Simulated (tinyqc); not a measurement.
Joint density of states against eps2: interband optics of a two-band s-p chain from momentum matrix elements.

H(k) = [[Es - 2 ts cos ka, 2i V sin ka], [-2i V sin ka, Ep_ + 2 tp cos ka]] in the basis s, p; the lower band is full, with two electrons a cell. The velocity operator times hbar is W = dH/dk (eV angstrom); intra-atomic dipoles are left out.

With w(k) = |<c|W|v>|^2 and D(k) = Ec - Ev, on the mesh k_j = (j + 1/2)/N (2 pi/a): eps(E) = 1 + (8 pi e2/(a Ar)) mean_j (w/D^2) [1/(D - E - i eta) + 1/(D + E + i eta)], e2 = e^2/(4 pi eps0); light polarised along the chains, no local fields.

Constants: e^2/(4 pi eps0) = 14.39964547 eV angstrom.

Inputs chosen for the exercise: a = 3.66 angstrom (period); Es = 3.4 eV (upper orbital (s)); Ep_ = -2.24 eV (lower orbital (p)); ts = 0.54 eV (s-s hopping); tp = 0.69 eV (p-p hopping); V = 1.02 eV (s-p hopping); Ar = 12.3 angstrom^2 (cross-section per chain); eta = 0.1 eV (Lorentzian half width).

Mesh of 2000 points. J(E) = mean of (eta/pi)/((E - D)^2 + eta^2). The fourth column is J times the constant (8 pi^2 e2/(a Ar)) mean(w/D^2). R = |(sqrt(eps) - 1)/(sqrt(eps) + 1)|^2.

Spectrum:
```
E (eV)  J (1/eV)    eps2  eps2 with constant element    eps1      R
2.58       0.010   0.854                       0.238   8.917  0.250
3.14       0.143  17.458                       3.391  19.516  0.480
3.69       0.131   8.220                       3.102  -5.400  0.569
4.25       0.107   2.717                       2.544  -3.343  0.585
4.81       0.103   0.956                       2.432  -1.573  0.590
5.36       0.106   0.329                       2.498  -0.300  0.457
5.92       0.115   0.175                       2.715   0.722  0.009
6.47       0.133   0.331                       3.139   1.634  0.019
7.03       0.170   0.914                       4.031   2.692  0.072
7.59       0.279   2.971                       6.604   4.332  0.176
8.14       0.513   9.851                      12.147  -7.745  0.628
8.70       0.027   0.449                       0.640  -2.484  0.851
```

What can be read from this table?

Transitions span 3.180 to 8.100 eV. Among the energies listed J peaks at 8.14 eV and eps2 at 3.14 eV. The ratio of eps2 to the constant-element value is 2.65 at 3.69 eV and 0.45 at 7.59 eV: w/D^2 is 5.513 angstrom^2 at the zone centre and 0.850 at the edge.

Computed by tinyqc, a small Python program: `OMP_NUM_THREADS=1 python tinyqc.py 1651614 1651615 out.jsonl` (the numbers bound the seed that draws the inputs); one thread of a shared host (Intel(R) Xeon(R) Processor @ 2.30GHz), about 0.01 s for the whole set of steps.
